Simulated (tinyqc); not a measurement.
The integration grid: Kohn-Sham LDA (VWN5) on finer and finer grids in the sto-3g basis, for H4, spin multiplicity 1. Computed by the program tinyqc with PySCF. Self-consistent on each grid; the net force on the molecule should vanish.

Geometry (angstrom):
```
atom,x,y,z
H,0.0000,0.0000,0.0000
H,0.0000,0.0000,0.7490
H,0.0000,1.0230,0.0000
H,0.0000,1.0230,0.7490
```

Kohn-Sham energy on Becke grids (radial x angular points per atom):
```
grid,points,residual of the electron count,E (hartree),E - finest (mhartree),largest net force without grid terms (hartree/bohr)
10 x 14,532,2.85e-02,-1.97213,-9.02231,7.49e-16
15 x 26,1516,-1.27e-02,-1.96196,1.14866,7.77e-16
20 x 50,3940,5.59e-04,-1.96303,0.07339,1.55e-15
30 x 86,10232,-6.38e-04,-1.96290,0.20397,3.89e-16
50 x 194,38652,-4.30e-05,-1.96309,0.01152,8.88e-16
75 x 302,90308,-5.12e-06,-1.96310,0.00106,8.88e-16
120 x 590,282188,-3.65e-08,-1.96310,0.00000,5.55e-16
```

What does the comparison show, and why?

The energy is within 0.1 mhartree of the finest grid first at 20 x 50. The error has both signs, since quadrature is not variational. The net force vanishes by symmetry here, so only the electron count signals a poor grid.
